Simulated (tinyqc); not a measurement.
Composition and strain of an epitaxial Si(1-x)Ge(x) layer from Raman and X-ray peaks: one step, computed by the program tinyqc.

A (001) layer, biaxially strained in the plane. The Raman peaks follow empirical lines omega = w0 + c1 x + c3 x^3 + b eps (c3 for Si-Ge alone), with eps the in-plane strain.

Question. X-ray (004) reflection. Bragg angle theta = arcsin(2 lambda/a) for (004), for the substrate with a_sub and the layer with a_perp; separation in arc seconds.

Inputs (values chosen for the exercise, modelled on silicon-germanium): X-ray wavelength = 1.540598 angstrom.

Substrate: relaxed alloy buffer.

substrate constant a_sub = 5.447526 angstrom

a_perp = 5.506847 angstrom

Give: theta of the substrate; theta of the layer; separation, layer less substrate.

Answer.

theta of the substrate = 34.44 degree

theta of the layer = 34.02 degree

separation, layer less substrate = -1520 arcsec
